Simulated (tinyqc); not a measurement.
Current gain against temperature: heavy doping: gap narrowing, degeneracy and the minority density.

F_j(eta) = (1/Gamma(j + 1)) integral_0^infinity x^j dx/(1 + exp(x - eta)), which tends to exp(eta) for eta << 0.

Empirical narrowing (Slotboom form, constants chosen for the exercise; published fits of this form give the apparent narrowing, here it is taken as the true one): dEg = E0 [ln(N/N0) + sqrt(ln(N/N0)^2 + C)].

Majority: N = Nv F_1/2(eta), eta the distance of EF beyond the majority band edge in kT. Degeneracy factor gam = F_1/2(eta)/exp(eta). ni0^2 = Nc Nv exp(-Eg/kT); product n p = ni0^2 gam exp(dEg/kT), dEg the true narrowing; apparent narrowing dEa = dEg + kT ln gam; minority density = n p/N.

Bipolar transistor with N as emitter doping: beta = K (N/NB) exp((dEa_B + dG - dEa_E)/kT), dEa_E = dEg(N) + kT ln gam, dEa_B = dEg(NB). For the sweep in T, Nv is scaled as (T/T0)^(3/2) from its value at T0 = T.

Constants: kB = 8.617333262e-05 eV/K.

Inputs chosen for the exercise (gap and densities of states near those of GaAs at this temperature; narrowing constants of the size fitted for Si, not for this material; not measured data):
- Eg = 1.351 eV (gap)
- Nc = 8.23e+17 1/cm^3 (conduction-band density of states)
- Nv = 1.72e+19 1/cm^3 (valence-band density of states)
- T = 450 K
- E0 = 8.85 meV (narrowing scale)
- N0 = 1.4e+17 1/cm^3 (onset density)
- C = 0.5 (smoothing constant)
- N = 7.9e+18 1/cm^3 (ionised acceptors, equal to the majority density)
- NB = 2e+17 1/cm^3 (base doping)
- K = 5.5 (ratio (D_B W_E)/(D_E W_B))
- dG = 0 meV (extra narrowing of the base by alloying)

Gain:

| T (K) | beta | beta with dG = 0 | without narrowing |
|---|---|---|---|
| 150 | 4.14 | 4.14 | 217 |
| 200 | 10.3 | 10.3 | 217 |
| 250 | 18.2 | 18.2 | 217 |
| 300 | 26.8 | 26.8 | 217 |
| 400 | 43.9 | 43.9 | 217 |
| 450 | 51.9 | 51.9 | 217 |

Give the missing row, T (K) = 350.

Computed row:
```
T (K)  beta  beta with dG = 0  without narrowing
350    35.4              35.4                217
```

dEa_B + dG - dEa_E at T0 = -55.5 meV

beta is 4.14 at 150 K and 51.9 at 450 K, since the net exponent is negative: the emitter has the larger apparent narrowing. At 300 K narrowing and degeneracy change the gain by a factor 0.123.

Computed by tinyqc, a small Python program: `OMP_NUM_THREADS=1 python tinyqc.py 1682489 1682490 out.jsonl` (the numbers bound the seed that draws the inputs); one thread of a shared host (Intel(R) Xeon(R) Processor @ 2.30GHz), about 0.01 s for the whole set of steps.
